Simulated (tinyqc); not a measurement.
Density of surface states from the Kelvin-probe reading.

Inverse problem. n-type bulk, xi = Ec - EF = Vt ln(Nc/Nd), p0 = ni^2/Nd, ni = sqrt(Nc Nv) exp(-Eg/(2 Vt)), Eg in volts. b is the upward band bending, u = b/Vt. Space charge per area, in units of q: Qc = sign(b) sqrt((2 eps0 eps_r Vt/q) [(Nd + dn)(exp(-u) - 1) + Nd u + (p0 + dn)(exp(u) - 1)]), with dn the excess density under light (flat quasi-Fermi levels; 0 in the dark). The states hold -Ds (E0 - xi - b): negative while the Fermi level lies above the neutrality level. Neutrality: Qc + Qf + (charge of the states) = 0. Work function chi + xi + b; contact potential difference CPD = (work function of the sample) - pt. Find b, Qc and Ds.

Parameters, values chosen for the exercise; band and dielectric values close to those of gallium nitride:
```
symbol    value   unit                                                    meaning
T           350      K                                                temperature
Eg         3.33     eV                                                   band gap
eps_r       9.5                                             relative permittivity
Nc       2.9e18  cm^-3                     conduction-band density of states at T
Nv      5.68e19  cm^-3                        valence-band density of states at T
chi        4.08     eV                                          electron affinity
Nd       1.1e16  cm^-3                                              donor density
Qf       1.2e10  cm^-2                       fixed positive charge at the surface
pt         4.58     eV                             work function of the probe tip
E0         0.52     eV  depth of their neutrality level below the conduction edge
```

Constants: q = 1.602176634e-19 C, kB = 1.380649e-23 J/K, Vt = kB T/q, eps0 = 8.8541878128e-14 F/cm where lengths are in cm. Results are converted to the units shown.

CPD = 5.6839499 mV

Answer. The CPD gives b, b gives Qc, and neutrality gives Ds.

b = 0.338 V
Qc = 1.88e11 cm^-2
Ds = 1.40e13 cm^-2 eV^-1

Program tinyqc, `OMP_NUM_THREADS=1 python tinyqc.py 2430116 2430117 out.jsonl`; Intel Xeon 2.30GHz, shared host, one thread, about 0.01 s.
